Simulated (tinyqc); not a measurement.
Inside a calculation: Wannier functions of a composite (isolated) pair of valence bands (bonds of an sp chain). Values are carried at full precision from step to step, so a last printed digit may differ when a step is redone from the rounded ones.

Each atom has a hybrid pointing left (<) and right (>). H(k): diagonal +V3 on A, -V3 on B; <A<|A>> = -V1a, <B<|B>> = -V1b, <A>|B<> = -V2, <B>|A<> = -V2p exp(ik); k in 1/a, Bloch sums with exp(ikR). The two lowest bands are filled. Trial functions in cell 0: g1 = cos(c) A> + sin(c) B<, and g2 = sin(c) B> + cos(c) A< of cell 1, whose Bloch vector has cos(c) exp(-ik) on A<. Projection A_mn = <psi_m|g_n>, S = A^+ A, Loewdin U = A S^(-1/2), Bloch-like states w_n = sum_m psi_m U_mn, H_W(k) = U^+ diag(E) U. P = sum_m |psi_m><psi_m| is free of phase choices, and S = g^+ P g, w = P g S^(-1/2).

Values chosen for the exercise: V2 = 5 eV (coupling in the bond A-B inside the cell); V2p = 4.77 eV (coupling in the bond to the next cell); V1a = 1.54 eV (coupling of the two hybrids on A); V1b = 1.33 eV (the same on B); V3 = 0 eV (A at +V3, B at -V3); j = 2 (mesh point, k = 2 pi j/N); N = 4 (k points); c = 45 degrees (trial bonds cos(c) on A, sin(c) on B); xb = 0.47 a (position of B (A at 0)).

## H at one mesh point

Fill in the matrix.

H(k) (eV), rows A<, A>, B<, B> and columns alike:
```
[[0, -1.5400, 0, 4.7700],
 [-1.5400, 0, -5.0000, 0],
 [0, -5.0000, 0, -1.3300],
 [4.7700, 0, -1.3300, 0]]
```

## Levels and the projector on the filled bands

Diagonalise; P = sum over the two lowest states of |psi><psi|.

levels (eV): [-5.2471, -4.9357, 4.9357, 5.2471]

P, rows A<, A>, B<, B> and columns alike:
```
[[0.5000, 0.1409, 0, -0.4797],
 [0.1409, 0.5000, 0.4797, 0],
 [0, 0.4797, 0.5000, 0.1409],
 [-0.4797, 0, 0.1409, 0.5000]]
```

The filled states put 2.000 electrons on A and 2.000 on B at this k.

## Loewdin orthogonalisation

The trial vectors are the columns g1 = (0, cos c, sin c, 0), g2 = (cos c exp(-ik), 0, 0, sin c), k = 2 pi j/N. Form S = g^+ P g, its eigenvalues, S^(-1/2), and w = P g S^(-1/2).

S, rows 1, 2 and columns alike:
```
[[0.9797, 0],
 [0, 0.9797]]
```

eigenvalues of S: [0.9797, 0.9797]

S^(-1/2), rows 1, 2 and columns alike:
```
[[1.0103, 0],
 [0, 1.0103]]
```

w, rows A<, A>, B<, B>; columns 1, 2:
```
[[0.1007, -0.6999],
 [0.6999, -0.1007],
 [0.6999, 0.1007],
 [0.1007, 0.6999]]
```

The combinations of the trial bonds that diagonalise S lie 98.0 % inside the filled space; an eigenvalue near zero would mark a poor choice.

## The Hamiltonian in the new basis

H_W = w^+ H w; its eigenvalues must be the two filled levels.

H_W(k) (eV), rows 1, 2 and columns alike:
```
[[-5.206, 0.105],
 [0.105, -4.976]]
```

eigenvalues (eV): [-5.247, -4.936]

## Hoppings between the Wannier functions

H_mn(R) = (1/N) sum_k exp(-ikR) H_W,mn(k), the coupling of function m in cell 0 to function n in cell R.

H(R) (eV):
```
R        11       12       21       22
-1   0.0513  -0.7628  -0.0072   0.0513
0   -5.1065  -0.6567  -0.6567  -4.8765
1    0.0513  -0.0072  -0.7628   0.0513
2    0.0027  -0.0083  -0.0083   0.0027
```

The bond levels are -5.106 and -4.876 eV, against -sqrt(V2^2 + V3^2) = -5.000 and -4.770 for isolated bonds. Neighbouring bonds couple by -0.657 eV through B; the bond-orbital estimate is -V1b (1 + ap)/2 = -0.665 with the mean V2 in ap = V3/sqrt(V2^2 + V3^2).

## The functions in real space

w_n(R) = (1/N) sum_k exp(ikR) w_n(k); point-like hybrids at R (A) and R + xb (B) give centres and spreads.

Function 1:
```
R        A<       A>       B<       B>
-1   0.0009   0.0091  -0.0056  -0.0549
0    0.0560   0.7032   0.7032   0.0487
1   -0.0475  -0.0056   0.0091   0.0008
2   -0.0019   0.0003   0.0003  -0.0022
```

centres (a): 1 0.2343, 2 0.7358

spreads (a^2): 1 0.0583, 2 0.0730

Function 1 has 98.9 % of its weight on the two hybrids of its bond. Its centre lies -0.0007 a from the middle of the bond.

## Checks

- Eigenvalues of H_W against the filled levels: they agree to 1e-10 or better.
- W^+ w against the unit matrix: they agree to 1e-10 or better.

Computed by tinyqc, a small Python program: `OMP_NUM_THREADS=1 python tinyqc.py 1481862 1481863 out.jsonl` (the numbers bound the seed that draws the inputs); one thread of a shared host (Intel(R) Xeon(R) Processor @ 2.30GHz), about 0.3 s for the whole set of steps.
